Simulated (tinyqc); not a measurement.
Inside a calculation. Method: CISD on RHF in the 6-311g basis, for H2, spin multiplicity 1. One step of it, computed by the program tinyqc.

Task: CISD: roots. Diagonalise (each vector has its largest component positive (the first on a tie)); all determinants have Ms = 0, so triplets appear too. The lowest singlet root is the correlation energy.

Occupation strings over the orbitals (2 doubly, a alpha, b beta, 0 empty; spin orbitals ordered 1a 1b 2a 2b ...): 200000 a0b000 a000b0 b0a000 b000a0 020000 0a0b00 0a000b 002000 00a0b0 0b0a00 000200 000a0b 00b0a0 000020 0b000a 000b0a 000002

H - E(HF) between determinants (hartree):
```
           200000     a0b000     a000b0     b0a000     b000a0     020000     0a0b00     0a000b
200000   0.000000   0.000000   0.000000   0.000000   0.000000   0.038421  -0.057282  -0.028180
a0b000   0.000000   0.605895  -0.064074  -0.054499  -0.056510   0.024183   0.023337   0.026489
a000b0   0.000000  -0.064074   2.380264  -0.056510  -0.100072   0.002787  -0.005511   0.067152
b0a000   0.000000  -0.054499  -0.056510   0.605895  -0.064074  -0.024183   0.013430  -0.011130
b000a0   0.000000  -0.056510  -0.100072  -0.064074   2.380264  -0.002787   0.001746  -0.018349
020000   0.038421   0.024183   0.002787  -0.024183  -0.002787   1.279058   0.165777   0.030019
0a0b00  -0.057282   0.023337  -0.005511   0.013430   0.001746   0.165777   1.526880  -0.218372
0a000b  -0.028180   0.026489   0.067152  -0.011130  -0.018349   0.030019  -0.218372   3.314214
002000   0.054499   0.104820  -0.041383  -0.104820   0.041383   0.043399   0.017129   0.002775
00a0b0   0.056510  -0.041383   0.002264  -0.087053   0.049681   0.001261  -0.021618   0.014032
0b0a00   0.057282   0.013430   0.001746   0.023337  -0.005511  -0.165777  -0.048719  -0.000194
000200   0.105056  -0.035762  -0.009076   0.035762   0.009076   0.048719   0.105093  -0.038115
000a0b   0.071130  -0.051581  -0.126880   0.029971   0.048300   0.000194  -0.038115   0.061692
00b0a0  -0.056510  -0.087053   0.049681  -0.041383   0.002264  -0.001261   0.005216   0.003668
000020   0.100072  -0.049681  -0.025351   0.049681   0.025351   0.008846  -0.012718  -0.015462
0b000a   0.028180  -0.011130  -0.018349   0.026489   0.067152  -0.030019  -0.000194  -0.017049
000b0a  -0.071130   0.029971   0.048300  -0.051581  -0.126880  -0.000194  -0.013594   0.030245
000002   0.106583  -0.052396  -0.138752   0.052396   0.138752   0.017049  -0.030245  -0.028412

           002000     00a0b0     0b0a00     000200     000a0b     00b0a0     000020     0b000a
200000   0.054499   0.056510   0.057282   0.105056   0.071130  -0.056510   0.100072   0.028180
a0b000   0.104820  -0.041383   0.013430  -0.035762  -0.051581  -0.087053  -0.049681  -0.011130
a000b0  -0.041383   0.002264   0.001746  -0.009076  -0.126880   0.049681  -0.025351  -0.018349
b0a000  -0.104820  -0.087053   0.023337   0.035762   0.029971  -0.041383   0.049681   0.026489
b000a0   0.041383   0.049681  -0.005511   0.009076   0.048300   0.002264   0.025351   0.067152
020000   0.043399   0.001261  -0.165777   0.048719   0.000194  -0.001261   0.008846  -0.030019
0a0b00   0.017129  -0.021618  -0.048719   0.105093  -0.038115   0.005216  -0.012718  -0.000194
0a000b   0.002775   0.014032  -0.000194  -0.038115   0.061692   0.003668  -0.015462  -0.017049
002000   1.437225  -0.148397  -0.017129   0.020917   0.018004   0.148397   0.039052  -0.002775
00a0b0  -0.148397   2.998881   0.005216   0.003173   0.050868  -0.039052  -0.056726   0.003668
0b0a00  -0.017129   0.005216   1.526880  -0.105093  -0.013594  -0.021618   0.012718  -0.218372
000200   0.020917   0.003173  -0.105093   1.870827  -0.147626  -0.003173   0.035278   0.038115
000a0b   0.018004   0.050868  -0.013594  -0.147626   3.733870  -0.017076   0.045834   0.030245
00b0a0   0.148397  -0.039052  -0.021618  -0.003173  -0.017076   2.998881   0.056726   0.014032
000020   0.039052  -0.056726   0.012718   0.035278   0.045834   0.056726   4.796556   0.015462
0b000a  -0.002775   0.003668  -0.218372   0.038115   0.030245   0.014032   0.015462   3.314214
000b0a  -0.018004  -0.017076  -0.038115   0.147626  -0.088777   0.050868  -0.045834   0.061692
000002   0.033124   0.083157   0.030245   0.088777  -0.022864  -0.083157   0.225184   0.028412

           000b0a     000002
200000  -0.071130   0.106583
a0b000   0.029971  -0.052396
a000b0   0.048300  -0.138752
b0a000  -0.051581   0.052396
b000a0  -0.126880   0.138752
020000  -0.000194   0.017049
0a0b00  -0.013594  -0.030245
0a000b   0.030245  -0.028412
002000  -0.018004   0.033124
00a0b0  -0.017076   0.083157
0b0a00  -0.038115   0.030245
000200   0.147626   0.088777
000a0b  -0.088777  -0.022864
00b0a0   0.050868  -0.083157
000020  -0.045834   0.225184
0b000a   0.061692   0.028412
000b0a   3.733870   0.022864
000002   0.022864   5.821961
```

Give: lowest roots of this matrix, relative to E(HF); lowest vectors; <S^2> of these roots; weight of the ground state by excitation level 0, 1, 2, ....

Result:

lowest roots of this matrix, relative to E(HF) (hartree): -0.0243  0.5348  0.6210  1.1405  1.4348  1.4529  1.6140  1.9354

lowest vectors:
```
         root 1   root 2   root 3   root 4
200000   0.9936   0.0000  -0.0038   0.0604
a0b000  -0.0008   0.7039   0.6921   0.0047
a000b0  -0.0039   0.0480   0.0020  -0.0060
b0a000   0.0008   0.7039  -0.6921  -0.0047
b000a0   0.0039   0.0480  -0.0020   0.0060
020000  -0.0371   0.0000  -0.0396   0.8579
0a0b00   0.0442  -0.0280  -0.0039  -0.3469
0a000b   0.0110  -0.0074  -0.0086  -0.0447
002000  -0.0388   0.0000  -0.1877  -0.1174
00a0b0  -0.0193   0.0360  -0.0253  -0.0163
0b0a00  -0.0442  -0.0280   0.0039   0.3469
000200  -0.0602   0.0000   0.0485   0.0338
000a0b  -0.0200   0.0055   0.0216  -0.0015
00b0a0   0.0193   0.0360   0.0253   0.0163
000020  -0.0189   0.0000   0.0160  -0.0055
0b000a  -0.0110  -0.0074   0.0086   0.0447
000b0a   0.0200   0.0055  -0.0216   0.0015
000002  -0.0154   0.0000   0.0148  -0.0088
```

<S^2> of these roots: 0.0000  2.0000  0.0000  0.0000  0.0000  2.0000  0.0000  0.0000

weight of the ground state by excitation level 0, 1, 2, ...: 0.9872  0.0000  0.0128
